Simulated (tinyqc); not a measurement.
Worked calculation: one-electron ion in a basis of Gaussians. One step of it, computed by the program tinyqc.

Task: Matrices over normalised Gaussians. With p = a_i + a_j and I(k) = Gamma((k+1)/2) / (2 p^((k+1)/2)): S = I(2l+2), T = (2l+3) a_i a_j S / p, V = -Z I(2l+1), each divided by sqrt(S_ii S_jj).

exponents of r^l exp(-a r^2) (1/bohr^2): 1.014000  4.237000  17.690000  73.880000  308.500000  1288.000000  5380.000000

Z = 4

l = 0

Give: S; T; V.

Result:

S:
```
        1       2       3       4       5       6       7
1  1.0000  0.7015  0.3048  0.1111  0.0386  0.0133  0.0045
2  0.7015  1.0000  0.7017  0.3049  0.1112  0.0387  0.0133
3  0.3048  0.7017  1.0000  0.7016  0.3048  0.1112  0.0386
4  0.1111  0.3049  0.7016  1.0000  0.7017  0.3049  0.1112
5  0.0386  0.1112  0.3048  0.7017  1.0000  0.7017  0.3048
6  0.0133  0.0387  0.1112  0.3049  0.7017  1.0000  0.7016
7  0.0045  0.0133  0.0386  0.1112  0.3048  0.7016  1.0000
```

T (hartree):
```
        1       2        3         4         5          6          7
1  1.5210  1.7218   0.8768    0.3335    0.1171     0.0404     0.0138
2  1.7218  6.3555   7.1961    3.6650    1.3940     0.4898     0.1687
3  0.8768  7.1961  26.5350   30.0420   15.3007     5.8203     2.0443
4  0.3335  3.6650  30.0420  110.8200  125.4720    63.9137    24.3049
5  0.1171  1.3940  15.3007  125.4720  462.7500   523.9541   266.8317
6  0.0404  0.4898   5.8203   63.9137  523.9541  1932.0000  2187.2530
7  0.0138  0.1687   2.0443   24.3049  266.8317  2187.2530  8070.0000
```

V (hartree):
```
         1         2         3         4          5          6          7
1  -6.4276   -7.2550   -5.9491   -4.3405    -3.0680    -2.1516    -1.5060
2  -7.2550  -13.1389  -14.8310  -12.1620    -8.8739    -6.2726    -4.3986
3  -5.9491  -14.8310  -26.8469  -30.3039   -24.8500   -18.1323   -12.8155
4  -4.3405  -12.1620  -30.3039  -54.8648   -61.9300   -50.7871   -37.0541
5  -3.0680   -8.8739  -24.8500  -61.9300  -112.1134  -126.5521  -103.7744
6  -2.1516   -6.2726  -18.1323  -50.7871  -126.5521  -229.0804  -258.5759
7  -1.5060   -4.3986  -12.8155  -37.0541  -103.7744  -258.5759  -468.1890
```
